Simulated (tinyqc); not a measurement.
# Millisecond and nanosecond annealing: surface heating, thermal budget and solid-phase regrowth, step by step

A worked calculation. Computed by tinyqc, a small Python program that keeps every step. Command: `OMP_NUM_THREADS=1 python tinyqc.py 3013372 3013373 out.jsonl flash walk`. One thread of a shared host (Intel(R) Xeon(R) Processor @ 2.30GHz), about 0.02 s of CPU time with the checks. Intermediate numbers are printed to about 5 digits and carried at full precision; extremes and crossings named in words are read from the listed rows.

A square pulse heats the surface of a thick wafer with constant thermal properties; losses by radiation are neglected and silicon melts at 1414 C.

Inputs (values chosen for the exercise, modelled on hot silicon with phosphorus):
```
quantity                      value        unit
incident fluence              0.327      J/cm^2
pulse length t_p            7.5e-08           s
reflectance R                  0.44           -
thermal conductivity k         0.27    W/(cm K)
heat capacity per volume c     2.25  J/(cm^3 K)
preheat temperature T0          400           C
wafer thickness d               775          um
dopant prefactor D0            4.68      cm^2/s
dopant activation energy E     3.65          eV
regrowth prefactor v0       5.2e+08        cm/s
regrowth energy E_v            2.71          eV
amorphous layer                  35          nm
```

Source: pulsed laser.

Constants: k_B = 8.617333262e-05 eV/K.

## Peak temperature

Absorbed flux q = (1 - R) fluence/t_p; kappa = k/c. With f(z, t) = (2 q/k) sqrt(kappa t) ierfc(z/(2 sqrt(kappa t))), ierfc(x) = exp(-x^2)/sqrt(pi) - x erfc(x): T = T0 + f(z, t) during the pulse and T0 + f(z, t) - f(z, t - t_p) after it. At the surface the rise at the end of the pulse is 2 q sqrt(t_p/(pi k c)); the fluence that just melts the surface scales with (1414 - T0).

absorbed flux q = 2.4416e+06 W/cm^2

kappa = 0.12 cm^2/s

thermal length sqrt(kappa t_p) = 0.94868 um

peak temperature = 1368.0 C

fluence at the melting threshold = 0.34253 J/cm^2

The heated layer is 0.12 % of the wafer thickness, so the cold bulk quenches the surface.

## Temperature in depth and time

The formulas are those given above.

Temperature (C):
```
t/t_p  surface  z = 0.5 thermal lengths   z = 1   z = 2
0.10     706.1                   450.80  403.38  400.00
0.25     884.0                   571.27  443.11  400.84
0.50    1084.5                   739.38  542.95  414.57
0.75    1238.3                   878.30  645.34  445.17
1.00    1368.0                   998.96  742.54  486.23
1.10    1109.2                   992.67  776.39  504.44
1.50     901.1                   866.32  777.03  568.25
2.00     801.0                   783.65  736.21  599.68
4.00     659.4                   654.74  641.33  594.40
10.00    557.1                   556.06  553.00  541.37
```

One tenth of a pulse length after the end the surface has lost 259 C: cooling starts as sqrt(t - t_p), much faster than heating ends.

## Thermal budget

Temperatures in kelvin are T(C) + 273.15. Integrate exp(-E/(k_B T(t))) at the surface from 0 to 10 t_p (Gauss-Legendre, 60 points in sqrt(t) up to t_p and 60 in sqrt(t - t_p) after it). (Dt) = D0 x integral with E; regrowth = v0 x integral with E_v; effective time = integral/exp(-E/(k_B T_peak)).

budget (Dt) = 2.6878e-19 cm^2

diffusion length 2 sqrt(Dt) = 0.010369 nm

effective time over t_p = 0.12378

possible regrowth = 0.30590 nm

Only 12.4 % of the pulse counts at the peak; the estimate 2 k_B T_peak^2/(E (T_peak - T0)) gives 13.1 %. The amorphous layer of 35 nm regrows only by 0.87 % of its thickness. Caution: equilibrium diffusivities are used; implant damage enhances diffusion, and k and c vary with temperature. Caution: the peak lies above 1150 C, and amorphous silicon melts some 200 to 250 K below the crystal, so a layer that has not regrown before the peak may melt instead. Caution: a diffusion length below the atomic spacing of 0.235 nm means about one jump per atom or fewer, so the profile does not change measurably.

## Same peak temperature, different pulse lengths

For each t_p the flux is set so that the peak temperature stays the same: q sqrt(t_p) is fixed.

Pulses:
```
t_p (s)   fluence (J/cm^2)  q (W/cm^2)  thermal length (um)  2 sqrt(Dt) (nm)  regrowth (nm)
1.00e-07        3.7759e-01  2.1145e+06           1.0954e+00       1.1973e-02     4.0787e-01
1.00e-06        1.1940e+00  6.6866e+05           3.4641e+00       3.7862e-02     4.0787e+00
1.00e-05        3.7759e+00  2.1145e+05           1.0954e+01       1.1973e-01     4.0787e+01
1.00e-04        1.1940e+01  6.6866e+04           3.4641e+01       3.7862e-01     4.0787e+02
3.00e-04        2.0681e+01  3.8605e+04           6.0000e+01       6.5578e-01     1.2236e+03
1.00e-03        3.7759e+01  2.1145e+04           1.0954e+02       1.1973e+00     4.0787e+03
3.00e-03        6.5400e+01  1.2208e+04           1.8974e+02       2.0738e+00     1.2236e+04
1.00e-02        1.1940e+02  6.6866e+03           3.4641e+02       3.7862e+00     4.0787e+04
```

Fluence and diffusion length grow as sqrt(t_p), regrowth as t_p. The layer of 35 nm regrows from t_p = 1e-05 s on among these rows, at a diffusion length of 0.12 nm. Caution: amorphous silicon melts some 200 to 250 K below the crystal, which matters for the short pulses that reach the peak before regrowth. Caution: the shortest pulses need a source absorbed within their thermal length, and the longest also heat the back of the wafer, which the thick-wafer formula leaves out.

Checks made by the program: heat stored at the end of the pulse against the absorbed fluence (relative difference below 1e-10).
